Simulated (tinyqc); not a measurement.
# Signal and retention of a DRAM cell: effect of temperature

A stored one starts at Vd and leaks: Cs dV/dt = -I(V), I = a sqrt((V + Vb)/(Vd + Vb)) + b, with a = Ig exp[-(Eg1 q/kB)(1/T - 1/T0)] (generation in a depletion layer) and b = Is exp[-(Es q/kB)(1/T - 1/T0)]. The bit line is precharged to Vd/2, and charge sharing gives the signal (V - Vd/2) Cs/(Cs + Cb).

The cell fails below Vc = Vd/2 + dm (Cs + Cb)/Cs. With s = sqrt((Vc + Vb)/(Vd + Vb)), the time from Vd to Vc is t = [2 Cs (Vd + Vb)/a] [1 - s - (b/a) ln((a + b)/(a s + b))]. This time is the median of a log-normal spread: failing cells = Nc erfc(z/sqrt 2)/2, z = ln(t/tr)/sg.

Values chosen for this exercise:
```
symbol,value,unit,meaning
Vd,1.4,V,array voltage
Cs,26,fF,cell capacitance
Cb,46,fF,bit-line capacitance
dm,55,mV,smallest signal that the sense amplifier resolves
Vb,1.57,V,built-in plus back-bias voltage of the storage junction
Ig,2.6,fA,junction leakage at V = Vd and T0
Is,1.6,fA,voltage-independent leakage at T0
Es,0.4,eV,activation energy of Is
T0,358,K,reference temperature
sg,0.62,,deviation of ln(retention time) over the cells
Nc,8.59e9,,cells
tr,32,ms,refresh interval
Eg1,0.53,eV,activation energy of Ig
```

Constants: q = 1.602176634e-19 C, kB = 1.380649e-23 J/K. Results are converted to the units shown.

Result of one run:
```
T (K),a (fA),b (fA),retention time (s),failing cells
338,0.9408,0.7429,8.691,6.776e-10
```

What becomes of these results when the temperature T is changed from 338 to 398 K, all else the same?

Result of the changed run:
```
T (K),a (fA),b (fA),retention time (s),failing cells
398,14.62,5.889,0.7192,2220
```

The whole series:
```
T (K),a (fA),b (fA),retention time (s),failing cells
298,0.08180,0.1176,72.85,4.762e-26
318,0.2995,0.3132,23.80,6.447e-17
338,0.9408,0.7429,8.691,6.776e-10
358,2.600,1.600,3.495,1.606e-4
368,4.147,2.276,2.288,0.02451
378,6.453,3.177,1.528,1.934
398,14.62,5.889,0.7192,2220
```

The retention time falls from 72.9 to 0.719 s, halving every 18.4 K at the hot end. Its apparent activation energy goes from 0.457 to 0.489 eV, between Es = 0.4 and Eg1 = 0.53 eV, as the share of a in the leakage grows from 41.0 to 71.3 %.

Range of the model: Real arrays also hold a tail of unusually leaky cells and cells whose retention varies in time, which this model lacks.

Numbers from tinyqc (`OMP_NUM_THREADS=1 python tinyqc.py 2130112 2130113 out.jsonl`; about 0.01 s on one thread of a shared Intel Xeon 2.30GHz).
